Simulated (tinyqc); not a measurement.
Inside a calculation. Model: strained Delta valleys, repopulation and conductivity mass.

tinyqc, about 0.01 s, one thread, Intel Xeon 2.30GHz (shared host): `OMP_NUM_THREADS=1 python tinyqc.py 2530127 2530128 out.jsonl` Printed values are rounded.

A cubic crystal with three pairs of conduction valleys along x, y and z under uniaxial stress X along [100] (X > 0 is tension); current along [100]. Non-degenerate electrons, fixed total density, one relaxation time for all valleys and stresses, masses unchanged by strain, so the mobility goes as the mean inverse mass.

Inputs (values chosen for the exercise); values close to those of silicon:
```
symbol  value   unit                             meaning
T         293      K                         temperature
s11      7.69  1/TPa                          compliance
s12     -2.08  1/TPa                          compliance
s44      12.7  1/TPa                          compliance
Xu       8.84     eV         shear deformation potential
ml       0.91     m0                   longitudinal mass
mt      0.195     m0                     transverse mass
X         230    MPa  uniaxial stress (tension positive)
```

Constants: q = 1.602176634e-19 C, kB = 1.380649e-23 J/K, Vt = kB T/q. Results are converted to the units shown.

## Strain tensor

Stress s_ij = X a_i a_j with a the unit vector along [100]; strain e_ii = s11 s_ii + s12 (s_jj + s_kk), e_ij = s44 s_ij/2.

strain (%):

|  | x | y | z |
|---|---|---|---|
| x | 0.176870 | 0.000000 | 0.000000 |
| y | 0.000000 | -0.047840 | 0.000000 |
| z | 0.000000 | 0.000000 | -0.047840 |

## Valley shifts and shares

Valley shift dE = Xu (n.e.n - trace(e)/3) with n the valley axis; share f proportional to exp(-dE/Vt).

| valley | dE (meV) | share f |
|---|---|---|
| x | 13.2429 | 0.185444 |
| y | -6.6215 | 0.407278 |
| z | -6.6215 | 0.407278 |

The splitting is 19.9 meV, 0.79 Vt.

## Conductivity mass and mobility

Inverse mass along the current d = [100]: (n.d)^2/ml + (1 - (n.d)^2)/mt; mu/mu0 = sum f (1/m) over the plain mean of 1/m.

1/m along d, valley x to z (1/m0): [1.09890, 5.12821, 5.12821]
conductivity mass = 0.228259 m0
unstrained value = 0.264194 m0
mu/mu0 = 1.15743

The possible range, all electrons in one kind of valley, is 0.290 to 1.35.
